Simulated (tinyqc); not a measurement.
Interband optics of a two-band s-p chain from momentum matrix elements: one step. Hamiltonian and velocity at one k. Four cases, with inputs chosen for the exercise.

Question. Form H and W = dH/dk.

H(k) = [[Es - 2 ts cos ka, 2i V sin ka], [-2i V sin ka, Ep_ + 2 tp cos ka]] in the basis s, p; the lower band is full, with two electrons a cell. The velocity operator times hbar is W = dH/dk (eV angstrom); intra-atomic dipoles are left out.

Give: H; W.

Case 1.

Values chosen: a = 2.5 angstrom (period); Es = 2.18 eV (upper orbital (s)); Ep_ = -3.18 eV (lower orbital (p)); ts = 0.45 eV (s-s hopping); tp = 0.58 eV (p-p hopping); V = 0.6 eV (s-p hopping); k = 0.09 2 pi/a (wave vector).

Answer.

H (eV):
```
          s        p
s    1.4201  0.6430i
p  -0.6430i  -2.2006
```

W (eV angstrom):
```
          s        p
s    1.2056  2.5330i
p  -2.5330i  -1.5539
```

Case 2.

Values chosen: a = 3.07 angstrom (period); Es = 2.47 eV (upper orbital (s)); Ep_ = -2.03 eV (lower orbital (p)); ts = 0.49 eV (s-s hopping); tp = 0.44 eV (p-p hopping); V = 1.02 eV (s-p hopping); k = 0.22 2 pi/a (wave vector).

Answer.

H (eV):
```
          s        p
s    2.2864  2.0039i
p  -2.0039i  -1.8651
```

W (eV angstrom):
```
          s        p
s    2.9553  1.1735i
p  -1.1735i  -2.6537
```

Case 3.

Values chosen: a = 2.74 angstrom (period); Es = 3.75 eV (upper orbital (s)); Ep_ = -3.15 eV (lower orbital (p)); ts = 0.25 eV (s-s hopping); tp = 0.22 eV (p-p hopping); V = 0.94 eV (s-p hopping); k = 0.38 2 pi/a (wave vector).

Answer.

H (eV):
```
          s        p
s    4.1145  1.2869i
p  -1.2869i  -3.4707
```

W (eV angstrom):
```
         s         p
s   0.9378  -3.7551i
p  3.7551i   -0.8253
```

Case 4.

Values chosen: a = 2.71 angstrom (period); Es = 2.45 eV (upper orbital (s)); Ep_ = -2.31 eV (lower orbital (p)); ts = 0.28 eV (s-s hopping); tp = 0.33 eV (p-p hopping); V = 1.57 eV (s-p hopping); k = 0.06 2 pi/a (wave vector).

Answer.

H (eV):
```
          s        p
s    1.9293  1.1559i
p  -1.1559i  -1.6963
```

W (eV angstrom):
```
          s        p
s    0.5587  7.9118i
p  -7.9118i  -0.6584
```

Computed by tinyqc, one run a case: `OMP_NUM_THREADS=1 python tinyqc.py N N+1 out.jsonl` with N = 1650674, 1650898, 1651118, 1651120; one thread of a shared Intel(R) Xeon(R) Processor @ 2.30GHz, about 0.01 s a run at most.
